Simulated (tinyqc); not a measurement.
# MOSFET with velocity saturation and source resistance: effects of single changes

Strong inversion, charge Q = Cox (Vg - m V) at channel potential V with Vg the gate overdrive, and drift velocity v = mu E/(1 + mu E/vsat). Integrating along the channel gives I = mu Cox (1/L)(Vg Vd - m Vd^2/2)/(1 + Vd/Vc) per width, Vc = vsat L/mu, which peaks at Vdsat. Units: I in uA/um, Rs in ohm um, so the drop over Rs is 1e-6 I Rs volts.

Parameters, values chosen for the exercise:
- Cox = 1.86 uF/cm^2 (gate capacitance)
- mu0 = 500 cm^2/(V s) (mobility at low gate voltage)
- th = 0.1 1/V (mobility degradation)
- vsat = 6.8e6 cm/s (saturation velocity)
- m = 1.27 (body factor)
- VT = 0.66 V (threshold)
- L = 0.07 um (channel length)
- Rs = 300 ohm um (source resistance)
- Vgs = 2.5 V (gate voltage)

Each table varies one quantity; the others keep the values above.

## Output curve without source resistance

Vg = Vgs - VT (0 if negative), mu = mu0/(1 + th Vg), Vc = vsat L/mu, x = sqrt(1 + 2 Vg/(m Vc)), Vdsat = 2 Vg/(m (1 + x)), Isat = Cox vsat Vg (x - 1)/(x + 1) per width. Below Vdsat the formula of the introduction holds, beyond it I = Isat; constant velocity-field slope (Vc infinite) gives the second column, with saturation at Vg/m.

Results:
```
Vd (V)  I without velocity saturation (uA/um)  I (uA/um)
0.1                                      1993       1056
0.29                                     5388       1508
0.66                                  1.052e4       1573
0.85                                  1.240e4       1573
1.04                                  1.377e4       1573
1.23                                  1.462e4       1573
1.41                                  1.495e4       1573
1.6                                   1.496e4       1573
```

Estimate the missing row, Vd = 0.47 V.

Computed row:
```
Vd (V)  I without velocity saturation (uA/um)  I (uA/um)
0.47                                     8130       1573
```

With this row back in the table: Velocity saturation lowers the current by 47 % in the first row and 89 % in the last, and moves saturation from Vg/m = 1.45 V to 0.470 V. In every row the channel is so short that velocity overshoot and near-ballistic transport, left out here, matter.

## Effect of the mobility at low gate voltage

Vg = Vgs - I Rs - VT (0 if negative), mu = mu0/(1 + th Vg), Vc = vsat L/mu, x = sqrt(1 + 2 Vg/(m Vc)), Vdsat = 2 Vg/(m (1 + x)), Isat = Cox vsat Vg (x - 1)/(x + 1) per width. I = Isat is solved self-consistently; gm = dI/dVgs; Vdsat is the intrinsic value. The velocity at the source is I/(Cox Vg).

Effect of the mobility at low gate voltage:
```
mu0 (cm^2/(V s))   Vc (V)  Vdsat (V)  Isat (uA/um)  gm (uS/um)  velocity at the source/vsat
50                  1.110     0.9213         614.3       468.4                       0.2933
81                 0.6825     0.8008         754.6       546.0                       0.3697
130                0.4238     0.6850         889.4       613.6                       0.4470
210                0.2615     0.5754          1017       672.3                       0.5239
350                0.1564     0.4709          1139       723.9                       0.6009
570               0.09577     0.3844          1239       763.9                       0.6675
920               0.05921     0.3123          1323       795.5                       0.7251
1500              0.03624     0.2509          1395       821.3                       0.7758
```

Read the table: what changes, and by how much?

As mu0 goes from 50 to 1500 cm^2/(V s), Isat rises from 614 to 1390 uA/um, Vdsat falls from 0.921 to 0.251 V and gm rises from 468 to 821 uS/um; the velocity at the source goes from 0.29 to 0.78 of vsat. Isat goes as mu0^(0.43) between the first two rows and as mu0^(0.11) between the last two. In every row the channel is so short that velocity overshoot and near-ballistic transport, left out here, matter. For mu0 = 50 to 81 cm^2/(V s) the channel charge passes 3 uC/cm^2, near what a silicon dioxide gate withstands.

## Effect of the saturation velocity

Same model as above.

Results:
```
vsat (cm/s)   Vc (V)  Vdsat (V)  Isat (uA/um)  gm (uS/um)  velocity at the source/vsat
4e6          0.06487     0.3425         854.6       518.3                       0.7253
7.8e6         0.1250     0.4227          1317       823.4                       0.6284
1.1e7         0.1750     0.4625          1588        1009                       0.5692
1.5e7         0.2371     0.4959          1838        1183                       0.5112
2.1e7         0.3296     0.5285          2102        1373                       0.4450
3e7           0.4675     0.5581          2361        1562                       0.3738
```

Estimate the missing row, vsat = 5.6e6 cm/s.

Computed row:
```
vsat (cm/s)   Vc (V)  Vdsat (V)  Isat (uA/um)  gm (uS/um)  velocity at the source/vsat
5.6e6        0.09030     0.3830          1074       661.4                       0.6795
```

With this row back in the table: As vsat goes from 4e6 to 3e7 cm/s, Isat rises from 855 to 2360 uA/um, Vdsat rises from 0.343 to 0.558 V and gm rises from 518 to 1560 uS/um; the velocity at the source goes from 0.73 to 0.37 of vsat. Isat goes as vsat^(0.68) between the first two rows and as vsat^(0.33) between the last two. In every row the channel is so short that velocity overshoot and near-ballistic transport, left out here, matter.

Program tinyqc, `OMP_NUM_THREADS=1 python tinyqc.py 2500069 2500070 out.jsonl`; Intel Xeon 2.30GHz, shared host, one thread, about 0.01 s.
